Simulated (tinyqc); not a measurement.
Inside a calculation. Method: Hubbard ring of 4 sites. One step of it, computed by the program tinyqc.

Task: Mean-field iteration 1. H(up) = T + U n(down), H(down) = T + U n(up); fill the lowest levels; n(new) = n + mixing (n(out) - n); E = tr T (rho up + rho down) + U sum n_up n_down of the output.

one-body matrix (hopping and site energies) (eV), order 1, 2, 3, 4:
```
[[-0.260000, -1.390000, 0.000000, -1.390000],
 [-1.390000, 0.500000, -1.390000, 0.000000],
 [0.000000, -1.390000, 0.370000, -1.390000],
 [-1.390000, 0.000000, -1.390000, -0.120000]]
```

U = 11.300000 eV

electrons, up and down: [2, 2]

mixing = 0.500000

n(up) at the start (a guess, not normalised): [0.800000, 0.200000, 0.800000, 0.200000]

n(down) at the start (a guess): [0.200000, 0.800000, 0.200000, 0.800000]

Give: levels, up; levels, down; energy; n(up) after iteration 1; n(down) after iteration 1.

Result:

levels, up (eV): [1.2516, 2.3967, 9.1507, 10.2910]

levels, down (eV): [1.3608, 2.5265, 9.0162, 10.1865]

energy = -0.6174 eV

n(up) after iteration 1: [0.8744, 0.1256, 0.8700, 0.1300]

n(down) after iteration 1: [0.1318, 0.8682, 0.1269, 0.8730]
